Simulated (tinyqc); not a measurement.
# Changing the crack length L

Model: wafer bonding and layer transfer: bond energy, gap closing, particles, bonding of dissimilar wafers and hydrogen blisters. Computed by tinyqc, a small Python program. Command: `OMP_NUM_THREADS=1 python tinyqc.py 3004933 3004934 out.jsonl bond sweep`. One thread of a shared host (Intel(R) Xeon(R) Processor @ 2.30GHz), about 0.01 s of CPU time with the checks.

gamma is the energy per area of each of the two surfaces; plates are isotropic.

Inputs (values chosen for the exercise, with wafer 1 close to silicon): Young's modulus E1 = 136 GPa; Young's modulus E2 = 87.6 GPa; Poisson ratio nu = 0.25; thickness t1 = 525 micrometre; thickness t2 = 1000 micrometre; blade thickness t_b = 150 micrometre; particle radius h = 0.31 micrometre; radius of a shallow gap R = 0.24 mm; half height of the gap h_g = 0.55 nm.

Pair: two different wafers.

Method:
- Two cantilevers opened by t_b: gamma = 3 t_b^2 E1 t1^3 E2 t2^3/(16 L^4 (E1 t1^3 + E2 t2^3)).
- E' = E1/(1 - nu^2), equal wafers of thickness t1 assumed. A gap of radius R closes if h_g < h_c: h_c = R^2/sqrt((2/3) E' t1^3/gamma) for R > 2 t1 (plate bending), h_c = 3.6 sqrt(R gamma/E') for R < 2 t1 (local deformation).
- E' = E1/(1 - nu^2), equal wafers assumed. Void radius in the plate regime: R_v = [(2/3) E' t1^3/gamma]^(1/4) h^(1/2). Below h_crit = 5 sqrt(t1 gamma/E') the wafers deform locally and R_v is of the order of h (taken as h).

One run for each value:
```
crack length L (mm)  bond energy gamma (J/m^2)  void radius (micrometre)  closable height h_c (nm)
13                                      2.3736                3.1000e-01                    225.60
15                                      1.3391                3.1000e-01                    169.45
18                                      0.6458                1.2013e+03                    117.67
21                                      0.3486                1.4015e+03                     86.45
24                                      0.2043                1.6017e+03                     66.19
```

Describe and explain the trends.

Over the rows, bond energy gamma (J/m^2) falls from 2.37 to 0.204 (exponent d ln y / d ln x about -4.0 throughout); void radius (micrometre) rises from 0.310 to 1600, flat over part of the range; closable height h_c (nm) falls from 226 to 66.2 (exponent d ln y / d ln x about -2.0 throughout). The exponent of bond energy gamma stays at -4: beam compliance goes as L^3.  Left out: 8.40, 9.80, 11.0 (bond energy out of the physical range).

Caution (rows 13.0): the crack is short against the thickness, so root rotation and shear add to the beam formula.
